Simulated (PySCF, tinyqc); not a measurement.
Ways to converge the cycle: SCF convergence aids in the sto-6g basis, for H3+, spin multiplicity 1. Computed by the program tinyqc with PySCF. RHF with one setting changed at a time; a run stops when the energy changes by less than 1e-09 hartree and the error matrix is below 1e-5. The start is random orbitals. Damping d keeps d of the old density; a shift (hartree) raises the virtual levels; DIIS n extrapolates F over n matrices.

Geometry (angstrom):
```
atom,x,y,z
H,0.0000,0.0000,0.0000
H,0.0000,0.0000,1.0250
H,0.0000,0.0000,-1.0250
```

lowest restricted solution found by these runs and by PySCF = -1.190489 hartree

Largest element of the error matrix X^T (FDS - SDF) X:
```
iteration,plain,damping 0.3,damping 0.6,shift 0.4,DIIS 3,DIIS 8
1,3.6e-01,3.6e-01,3.6e-01,3.6e-01,3.6e-01,3.6e-01
2,4.4e-01,1.9e-01,2.3e-01,2.9e-01,4.4e-01,4.4e-01
3,2.2e-02,1.4e-01,1.8e-01,2.1e-01,1.9e-01,1.9e-01
4,2.2e-03,6.6e-02,1.4e-01,2.2e-01,4.3e-02,4.3e-02
5,2.3e-04,2.8e-02,1.1e-01,1.5e-01,1.9e-03,2.4e-03
6,2.7e-05,1.1e-02,8.5e-02,7.9e-02,3.2e-05,7.3e-04
8,-,1.5e-03,4.3e-02,1.5e-02,2.8e-10,3.0e-04
10,-,2.1e-04,2.0e-02,2.6e-03,-,7.7e-05
14,-,3.7e-06,4.0e-03,8.9e-05,-,-
20,-,9.6e-09,3.0e-04,-,-,-
30,-,-,3.4e-06,-,-,-
```

How each run ends:
```
run,iterations,E (hartree),state
plain,7,-1.190489,lowest found
damping 0.3,20,-1.190489,lowest found
damping 0.6,43,-1.190489,lowest found
shift 0.4,17,-1.190489,lowest found
DIIS 3,8,-1.190489,lowest found
DIIS 8,12,-1.190489,lowest found
```

What does the comparison show, and why?

6 of 6 runs reach the lowest restricted solution found, in 7 to 43 iterations (fastest: plain). Plain steps already contract here, so damping only slows them. DIIS minimises the error, not the energy, so it can stall or settle near a saddle, and its small system turns near-singular when few rotations are active. The restricted reference is unstable here: a spin-polarised solution lies 0.0000 hartree lower (PySCF), so results built on it describe a poor reference.
